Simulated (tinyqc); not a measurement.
# Gated two-dimensional channel with two bands, quantum capacitance: two studies

phi is the Fermi level above the lowest band edge, in volts; Vg is counted from the gate voltage at which an empty channel would have phi = 0. The channel has no thickness; trap charge is -q Dit phi.

Parameters, values chosen for the exercise; lowest band close to that of monolayer WSe2: temperature T = 400 K; relative permittivity of the gate insulator (close to silicon dioxide) eox = 3.9; insulator thickness tox = 2.6 nm; in-plane mass md = 0.338 m0; valley degeneracy gv = 2; in-plane mass of a second band, chosen freely m2 = 0.65 m0; valley degeneracy of that band, chosen freely g2 = 4; second band edge above the first E2 = 0.18 eV; density of traps Dit = 0 cm^-2 eV^-1; gate voltage Vg = 0.1 V.

Constants: q = 1.602176634e-19 C, kB = 1.380649e-23 J/K, hbar = 1.054571817e-34 J s, m0 = 9.1093837015e-31 kg, Vt = kB T/q, eps0 = 8.8541878128e-14 F/cm where lengths are in cm. Results are converted to the units shown.

Each table varies one quantity; the others keep the values above.

## Effect of the gate voltage

D1 = gv md m0 q/(pi hbar^2), D2 = g2 m2 m0 q/(pi hbar^2) per eV; n1 = D1 Vt ln(1 + exp(phi/Vt)), n2 = D2 Vt ln(1 + exp((phi - E2)/Vt)), n = n1 + n2; Cq = q dn/dphi = q [D1/(1 + exp(-phi/Vt)) + D2/(1 + exp((E2 - phi)/Vt))]. Cox = eps0 eox/tox; Vg = phi + q (n + Dit phi)/Cox. 1/C_G = 1/Cox + 1/(Cq + q Dit); dphi/dVg = Cox/(Cox + Cq + q Dit).

The same in every row: Cox (uF/cm^2) = 1.328.

Effect of the gate voltage:
```
Vg (V)	phi (V)	n (cm^-2)	Cq (uF/cm^2)	C_G (uF/cm^2)	dphi/dVg	share of the second band (%)
-0.2	-0.2033	2.725e10	0.1265	0.1155	0.9131	2.036
-0.09	-0.1232	2.750e11	1.261	0.6469	0.5129	2.061
0.02	-0.08310	8.546e11	3.810	0.9848	0.2585	2.121
0.13	-0.06065	1.580e12	6.805	1.111	0.1633	2.199
0.24	-0.04538	2.366e12	9.815	1.170	0.1192	2.287
0.36	-0.03280	3.256e12	12.97	1.205	0.09292	2.393
0.47	-0.02345	4.090e12	15.68	1.224	0.07807	2.498
0.58	-0.01546	4.936e12	18.23	1.238	0.06790	2.609
0.69	-0.008411	5.789e12	20.61	1.248	0.06055	2.728
0.8	-0.002070	6.649e12	22.82	1.255	0.05499	2.854
```

As Vg goes from -0.2 to 0.8, Cq rises from 0.126 to 22.8 uF/cm^2, C_G/Cox rises from 0.0869 to 0.945 and n rises from 2.72e10 to 6.65e12 cm^-2. Cq is below Cox for Vg = -0.2, -0.09; there the density of states limits the response dn/dVg more than the insulator does.

## Effect of the insulator thickness

Same model as above.

Effect of the insulator thickness:
```
tox (nm)	phi (V)	n (cm^-2)	Cq (uF/cm^2)	Cox (uF/cm^2)	C_G (uF/cm^2)	dphi/dVg	share of the second band (%)
0.5	-0.015196	4.9656e12	18.316	6.9063	5.0153	0.27381	2.6134
0.9	-0.033528	3.1977e12	12.766	3.8368	2.9502	0.23109	2.3861
1.6	-0.051134	2.0358e12	8.5784	2.1582	1.7244	0.20101	2.2497
2.9	-0.069112	1.2568e12	5.4956	1.1907	0.97868	0.17808	2.1637
5.2	-0.086668	7.7370e11	3.4627	0.66406	0.55721	0.16091	2.1123
9.3	-0.10414	4.7309e11	2.1485	0.37130	0.31659	0.14735	2.0812
17	-0.12232	2.8186e11	1.2921	0.20313	0.17553	0.13585	2.0617
30	-0.13951	1.7207e11	0.79307	0.11510	0.10052	0.12674	2.0506
```

What does the table show?

As tox goes from 0.5 to 30, Cq falls from 18.3 to 0.793 uF/cm^2, C_G/Cox rises from 0.726 to 0.873 and n falls from 4.97e12 to 1.72e11 cm^-2. Cq exceeds Cox in every row, so the insulator is the tighter limit, though Cq still cuts C_G by up to 27 %. With the insulator thinned by a factor of 60.0, the charge grows only by 28.9 while Cox grows by 60.0.

Program tinyqc, `OMP_NUM_THREADS=1 python tinyqc.py 2200045 2200046 out.jsonl`; Intel Xeon 2.30GHz, shared host, one thread, about 0.01 s.
